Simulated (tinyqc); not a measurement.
# Frequency dispersion of an accumulation capacitance by border traps, distributed model: effects of single changes

Traps spread evenly through the insulator exchange electrons with the semiconductor by tunnelling, with tau(x) = t0 exp(2 ka x) at depth x from the interface. The admittance per area Y seen at depth x obeys dY/dx = -Y^2/(i w eps0 eox) + q Nb ln(1 + i w tau)/tau, with Y(0) = i w Cs and w = 2 pi f; the gate sees Y(tox) = G + i w C. Working variable y = Y/(i w), in uF/cm^2. Cox = eps0 eox/tox.

Values chosen for this exercise; permittivity close to that of silicon dioxide: relative permittivity of the insulator eox = 3.81; insulator thickness tox = 7.2 nm; semiconductor capacitance in accumulation Cs = 4.7 uF/cm^2; density of border traps Nb = 5.1e19 cm^-3 eV^-1; decay constant of the wave function in the insulator ka = 5.3 1/nm; time constant of a trap at the interface t0 = 8e-10 s; frequency f = 1e6 Hz.

Constants: q = 1.602176634e-19 C, eps0 = 8.8541878128e-14 F/cm where lengths are in cm. Results are converted to the units shown.

Each table varies one quantity; the others keep the values above.

## Capacitance and loss against frequency

Cox; trap-free value 1/(1/Cox + 1/Cs); response depth d = ln(1/(w t0))/(2 ka), where w tau = 1; lumped estimate: all traps within d act as C_bt = q Nb d placed at d/2, so C = 1/{1/[1/(1/Cs + d/(2 eps0 eox)) + C_bt] + (tox - d/2)/(eps0 eox)}. C and G from a fine integration; dispersion -d C/d log10 f over C, from f times and over 1.1. For a broad spread of time constants G/w is close to -(pi/2) dC/d ln w.

The same in every row: trap-free C (uF/cm^2) = 0.4261.

Result of one run:

| f (Hz) | d (nm) | C (uF/cm^2) | G/w (uF/cm^2) | dispersion (% a decade) | -(pi/2) dC/d ln w (uF/cm^2) | lumped C (uF/cm^2) |
|---|---|---|---|---|---|---|
| 1000 | 1.151 | 0.4512 | 0.005122 | 1.664 | 0.005121 | 0.4453 |

What becomes of these results when the frequency f is changed from 1000 to 100 Hz, all else the same?

Result of the changed run:

| f (Hz) | d (nm) | C (uF/cm^2) | G/w (uF/cm^2) | dispersion (% a decade) | -(pi/2) dC/d ln w (uF/cm^2) | lumped C (uF/cm^2) |
|---|---|---|---|---|---|---|
| 100 | 1.368 | 0.4593 | 0.005914 | 1.887 | 0.005913 | 0.4514 |

The whole series:

| f (Hz) | d (nm) | C (uF/cm^2) | G/w (uF/cm^2) | dispersion (% a decade) | -(pi/2) dC/d ln w (uF/cm^2) | lumped C (uF/cm^2) |
|---|---|---|---|---|---|---|
| 10 | 1.585 | 0.4685 | 0.006714 | 2.100 | 0.006712 | 0.4581 |
| 100 | 1.368 | 0.4593 | 0.005914 | 1.887 | 0.005913 | 0.4514 |
| 1000 | 1.151 | 0.4512 | 0.005122 | 1.664 | 0.005121 | 0.4453 |
| 10000 | 0.9338 | 0.4442 | 0.004339 | 1.431 | 0.004337 | 0.4400 |
| 1e5 | 0.7166 | 0.4384 | 0.003569 | 1.192 | 0.003565 | 0.4354 |
| 1e6 | 0.4993 | 0.4338 | 0.002821 | 0.9517 | 0.002816 | 0.4316 |
| 1e7 | 0.2821 | 0.4302 | 0.002104 | 0.7176 | 0.002106 | 0.4286 |

C falls from 0.4685 to 0.4302 uF/cm^2, towards the trap-free 0.4261; each decade of frequency removes ln 10/(2 ka) = 0.217 nm from the response depth. The dispersion falls from 2.10 to 0.718 % a decade and G/w falls from 0.00671 to 0.00210 uF/cm^2. G/w lies between 0.999 and 1.00 times -(pi/2) dC/d ln w, the relation for a broad spread of time constants.

## Effect of the semiconductor capacitance in accumulation

Same model as above.

The same in every row: d (nm) = 0.4993.

Effect of the semiconductor capacitance in accumulation:

| Cs (uF/cm^2) | C (uF/cm^2) | G/w (uF/cm^2) | dispersion (% a decade) | -(pi/2) dC/d ln w (uF/cm^2) | lumped C (uF/cm^2) | trap-free C (uF/cm^2) |
|---|---|---|---|---|---|---|
| 0.2 | 0.2887 | 0.02325 | 11.62 | 0.02289 | 0.2693 | 0.1402 |
| 0.39 | 0.3149 | 0.01805 | 8.315 | 0.01786 | 0.3002 | 0.2128 |
| 0.75 | 0.3483 | 0.01240 | 5.195 | 0.01234 | 0.3385 | 0.2884 |
| 1.4 | 0.3824 | 0.007745 | 2.968 | 0.007743 | 0.3764 | 0.3510 |
| 2.8 | 0.4153 | 0.004301 | 1.519 | 0.004303 | 0.4120 | 0.4014 |
| 5.4 | 0.4378 | 0.002543 | 0.8491 | 0.002536 | 0.4358 | 0.4311 |
| 10 | 0.4513 | 0.001713 | 0.5516 | 0.001698 | 0.4499 | 0.4476 |
| 20 | 0.4601 | 0.001261 | 0.3954 | 0.001241 | 0.4591 | 0.4578 |

As Cs goes from 0.2 to 20, C rises from 0.289 to 0.460 uF/cm^2, the dispersion falls from 11.6 to 0.395 % a decade and G/w falls from 0.0232 to 0.00126 uF/cm^2. The lumped estimate is 6.7 % below C in the first row and 0.23 % below it in the last. The same traps disperse C more when Cs is small, since they then add to the weaker series term.

tinyqc, about 0.6 s, one thread, Intel Xeon 2.30GHz (shared host): `OMP_NUM_THREADS=1 python tinyqc.py 2202103 2202104 out.jsonl`
